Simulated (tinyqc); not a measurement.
Changing the half-width of the volume window w: equation-of-state fits to an energy-volume table made by a known binding curve. Computed by tinyqc, a small Python program. Command: `OMP_NUM_THREADS=1 python tinyqc.py 3020556 3020557 out.jsonl eosfit sweep`. One thread of a shared host (Intel(R) Xeon(R) Processor @ 2.30GHz), about 0.05 s of CPU time with the checks.

With x = (V/V_0)^(1/3), the energy per atom is E = D [m x^-n - n x^-m]/(n - m), so that B0 = D n m/(9 V_0) and B' = (n + m + 6)/3. B' = dB/dP at P = 0.

Inputs (values chosen for the exercise, for a model crystal): cohesive energy D = 7.7 eV/atom; true volume V_0 = 11.4 angstrom^3/atom; repulsive exponent n = 10; attractive exponent m = 4; shift of the window centre s = 0.017; points N = 7; compression V/V_0 for the pressure test = 0.8; noise amplitude = 0.14 meV.

Binding curve: Mie. Noise: added.

numbers xi_j, drawn evenly from -1 to 1: [0.3619, -0.6960, -0.0217, -0.2381, 0.5318, 0.2520, 0.3628, 0.6493, 0.5235, 0.2439, 0.8490, 0.0394, -0.1520, -0.1174, 0.3159, -0.3651, 0.9530, -0.8114, 0.3258, 0.1164, -0.0197]

Constants: 1 eV/angstrom^3 = 160.2176634 GPa.

Method:
- B0 and B' from the formulas above; P = -dE/dV at V = c V_0 (c the compression chosen), from the curve itself.
- Table: V_j = V_0 [1 + s + w (2 j/(N - 1) - 1)], j = 0..N-1, rounded to 0.001; E_j from the curve plus the noise amplitude times the listed numbers xi_j (xi_0 first), rounded to 1e-7 eV.
- Third-order Birch-Murnaghan is a cubic in u = V^(-2/3): fit it by linear least squares, find the minimum, and take B0 = V E''(V), B' = -1 - V E'''/E'' there.
- Errors are fitted minus exact, relative; the pressure at c V_0 uses P = (3 B0/2) (x^7 - x^5) [1 + (3/4)(B' - 4)(x^2 - 1)], x = (V0/V)^(1/3) with the fitted values.

One run for each value; columns: (1) half-width of the volume window w; (2) error of B0 (%); (3) error of B' (%); (4) error of that pressure (%); (5) root-mean-square residual (meV):
```
(1)       (2)     (3)      (4)     (5)
0.030  2.0872  14.758   8.3437  0.0333
0.045  0.6941   3.855   0.3111  0.0338
0.060  0.3757   1.202  -1.5816  0.0359
0.080  0.3002   0.139  -2.2757  0.0444
0.110  0.4055  -0.207  -2.3658  0.0868
0.140  0.6268  -0.149  -2.1188  0.1953
0.180  1.0530   0.156  -1.5740  0.5178
0.220  1.6274   0.621  -0.8836  1.1797
```

Over the rows, error of B0 (%) goes from 2.09 through a minimum among these rows, 0.300 at 0.0800, to 1.63; error of B' (%) goes from 14.8 through a minimum among these rows, -0.207 at 0.110, to 0.621; error of that pressure (%) goes from 8.34 through a minimum among these rows, -2.37 at 0.110, to -0.884. Noise enters B0 as amplitude/w^2 and B' as amplitude/w^3, while the error of the form grows with w once w is much larger than the shift s: narrow windows suffer from the first, wide ones from the second. A small residual does not prove a small error in B'.

Extremes, crossings and ranges named in words are read from the listed rows.
